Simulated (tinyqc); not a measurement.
Alloy A(1-x)B(x) by interpolation with bowing: one step. Shares of the electrons in the valleys. Five cases, with inputs chosen for the exercise.

Problem. Non-degenerate: n_i proportional to md_i^(3/2) exp(-E_i/kT).

Constants: kB = 8.617333262e-05 eV/K.

Give: md^(3/2); (E - E_min)/kT; shares.

Case 1.

Values chosen (out of a larger set: A near Ge, B near Si; not measured data): md = (0.0759, 0.94, 0.46) m0 (density-of-states masses of Gamma, all X and all L valleys); T = 400 K (temperature).

gaps (eV): Gamma 1.758365, X 0.963438, L 1.100776

Solution.

md^(3/2): Gamma 0.0209, X 0.9114, L 0.3120

(E - E_min)/kT: Gamma 23.06, X 0.00, L 3.98

shares: Gamma 0.000, X 0.994, L 0.006

X holds most electrons (99.4 %).

Case 2.

Values chosen (out of a larger set: A near GaAs, B near GaP; not measured data): md = (0.112, 0.72, 0.66) m0 (density-of-states masses of Gamma, all X and all L valleys); T = 400 K (temperature).

gaps (eV): Gamma 2.581521, X 2.209467, L 2.504982

Solution.

md^(3/2): Gamma 0.0375, X 0.6109, L 0.5362

(E - E_min)/kT: Gamma 10.79, X 0.00, L 8.57

shares: Gamma 0.000, X 1.000, L 0.000

X holds most electrons (100.0 %).

Case 3.

Values chosen (out of a larger set: A near Si, B near Ge; not measured data): md = (0.1336, 0.76, 0.46) m0 (density-of-states masses of Gamma, all X and all L valleys); T = 77 K (temperature).

gaps (eV): Gamma 3.015020, X 1.035108, L 1.656500

Solution.

md^(3/2): Gamma 0.0488, X 0.6626, L 0.3120

(E - E_min)/kT: Gamma 298.39, X 0.00, L 93.65

shares: Gamma 0.000, X 1.000, L 0.000

X holds most electrons (100.0 %).

Case 4.

Values chosen (out of a larger set: A near InAs, B near AlAs; not measured data): md = (0.1404, 0.9, 0.66) m0 (density-of-states masses of Gamma, all X and all L valleys); T = 77 K (temperature).

gaps (eV): Gamma 2.787490, X 2.173100, L 2.349700

Solution.

md^(3/2): Gamma 0.0526, X 0.8538, L 0.5362

(E - E_min)/kT: Gamma 92.59, X 0.00, L 26.62

shares: Gamma 0.000, X 1.000, L 0.000

X holds most electrons (100.0 %).

Case 5.

Values chosen (out of a larger set: A near GaAs, B near AlAs; not measured data): md = (0.1181, 0.77, 0.59) m0 (density-of-states masses of Gamma, all X and all L valleys); T = 300 K (temperature).

gaps (eV): Gamma 2.439028, X 2.130893, L 2.213384

Solution.

md^(3/2): Gamma 0.0406, X 0.6757, L 0.4532

(E - E_min)/kT: Gamma 11.92, X 0.00, L 3.19

shares: Gamma 0.000, X 0.973, L 0.027

X holds most electrons (97.3 %).

Computed by tinyqc, one run a case: `OMP_NUM_THREADS=1 python tinyqc.py N N+1 out.jsonl` with N = 1050853, 1050909, 1051004, 1051026, 1051111; one thread of a shared Intel(R) Xeon(R) Processor @ 2.30GHz, about 0.01 s a run at most.
